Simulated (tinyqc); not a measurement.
Comparisons within one model: carrier statistics of a doped semiconductor with parabolic bands. A value that a table varies takes the place of the one given here.

Eg(T) = Eg0 - al T^2/(T + be); m_de = Mv^(2/3) (ml mt^2)^(1/3); m_dh = (mhh^(3/2) + mlh^(3/2))^(2/3); Nc and Nv from N = 2 (m kB T/(4 pi c))^(3/2) with c = hbar^2/2m0, in 1/angstrom^3; times 1e24 for 1/cm^3.

Energies are counted from Ev, so Ec = Eg. n = Nc F_1/2((EF - Eg)/kT), p = Nv F_1/2(-EF/kT), ND+ = ND/(1 + 2 exp((EF - Eg + ED)/kT)), NA- = NA/(1 + 4 exp((EA - EF)/kT)); neutrality asks p + ND+ = n + NA-. F_j(eta) = (1/Gamma(j + 1)) integral_0^infinity x^j dx/(1 + exp(x - eta)), which tends to exp(eta) for eta << 0.

Constants: hbar^2/2m0 = 3.80998211 eV angstrom^2; kB = 8.617333262e-05 eV/K.

Values chosen for the exercise (near those of GaP; shifted at random, so the results belong to these values and not to a real crystal):
```
symbol  value     unit    meaning
Eg0     2.356     eV      gap at 0 K
al      0.000574  eV/K    Varshni alpha
be      375       K       Varshni beta
ml      2         m0      longitudinal electron mass
mt      0.254     m0      transverse electron mass
Mv      3                 equivalent valleys
mhh     0.796     m0      heavy-hole mass
mlh     0.14      m0      light-hole mass
ND      1.1e+16   1/cm^3  donors
NA      2.3e+16   1/cm^3  acceptors
ED      0.0903    eV      donor level below Ec
EA      0.055     eV      acceptor level above Ev
T       350       K
```

## Temperature

Neutrality solved at each temperature; ni = sqrt(Nc Nv) exp(-Eg/2kT).

Carriers (1/cm^3):
```
T (K)  EF (eV)         n         p  majority / |ND - NA|        ni  Eg (eV)
30      0.0584    <1e-99  9.51e+07              7.92e-09    <1e-99   2.3547
50      0.0606    <1e-99  1.02e+12              8.46e-05    <1e-99   2.3526
77      0.0638    <1e-99  1.66e+14                0.0138  4.12e-59   2.3485
120     0.0748  5.39e-77  3.48e+15                 0.290  4.33e-31   2.3393
200     0.1197  6.63e-37  1.00e+16                 0.836  8.16e-11   2.3161
300     0.1916  2.28e-16  1.15e+16                 0.962      1.62   2.2795
450     0.3100    0.0229  1.19e+16                 0.989  1.65e+07   2.2151
600     0.4353  3.39e+05  1.19e+16                 0.995  6.37e+10   2.1441
800     0.6100  1.10e+11  1.20e+16                 0.998  3.63e+13   2.0434
1000    0.7893  2.66e+14  1.22e+16                  1.02  1.80e+15   1.9385
```

Ionisation is incomplete: the majority density is below 90 % of the net doping at 30, 50, 77, 120 and 200 K, down to a share of 7.9e-09. It is within 10 % of the net doping at 300, 450, 600, 800 and 1000 K. The majority density never exceeds the net doping by 10 %; ni is 1.80e+15 1/cm^3 at 1000 K against a net doping of 1.20e+16. EF goes from 0.058 eV to 0.789 eV, where midgap is 0.969 eV and the intrinsic level (Boltzmann) 0.954 eV.

## Doping level

Only acceptors are present (ND = 0); eta is the distance of EF beyond the valence edge in units of kT.

Neutral state:
```
NA (1/cm^3)  EF (eV)  majority (1/cm^3)  ionised share     eta
1.0e+14       0.3738           1.00e+14          1.000  -12.39
1.0e+15       0.3044           9.99e+14          0.999  -10.09
1.0e+16       0.2352           9.90e+15          0.990   -7.80
1.0e+17       0.1681           9.14e+16          0.914   -5.57
1.0e+18       0.1105           6.12e+17          0.612   -3.67
3.0e+18       0.0880           1.28e+18          0.427   -2.92
1.0e+19       0.0657           2.63e+18          0.263   -2.18
3.0e+19       0.0467           4.78e+18          0.159   -1.55
```

The impurity level lies at 0.0550 eV. The ionised share falls from 1.000 to 0.159 as EF passes through it between 1e+19 and 3e+19 1/cm^3 (share 1/5 there); it is below one half from 3e+18 1/cm^3 on. Over the last two rows the doping grows threefold and the majority density by a factor 1.82. EF comes within 3 kT of the majority band edge from 3e+18 1/cm^3 on. Above roughly 2e+19 1/cm^3 (N^(1/3) a = 0.26, with the radius a = sqrt(c/(m E)) from the ionisation energy E and the mass mhh) the levels merge with the band and real ionisation is complete; sharp levels then overstate freeze-out.

## What each input does

Neutrality solved anew for each case. Each row changes one parameter from the base and keeps the others.

Results:
```
case                  EF (eV)  n (1/cm^3)  p (1/cm^3)
base                   0.2301    2.08e-10    1.17e+16
T = 370 K              0.2458    1.83e-08    1.18e+16
ND = 2.2e+16 1/cm^3    0.3050    2.49e-09    9.77e+14
NA = 1.15e+16 1/cm^3   0.3256    4.93e-09    4.94e+14
Eg0 = 2.406 eV         0.2301    3.96e-11    1.17e+16
mt = 0.3048 m0         0.2301    2.49e-10    1.17e+16
mhh = 0.9552 m0        0.2377    2.67e-10    1.18e+16
EA = 0.0825 eV         0.2311    2.14e-10    1.14e+16
```

The largest shifts from the base row, up to three for each result and ties (the steps differ in size, so this ranks the rows, not the parameters). EF (eV): NA +0.0955, ND +0.0750, T +0.0157; unchanged at the printed digits by Eg0 and mt. n (1/cm^3): T +1.81e-08, NA +4.72e-09, ND +2.28e-09. p (1/cm^3): NA -1.12e+16, ND -1.07e+16, EA -3.75e+14; unchanged at the printed digits by Eg0 and mt.

Computed by tinyqc, a small Python program: `OMP_NUM_THREADS=1 python tinyqc.py 1681987 1681988 out.jsonl` (the numbers bound the seed that draws the inputs); one thread of a shared host (Intel(R) Xeon(R) Processor @ 2.30GHz), about 0.01 s for the whole set of steps.
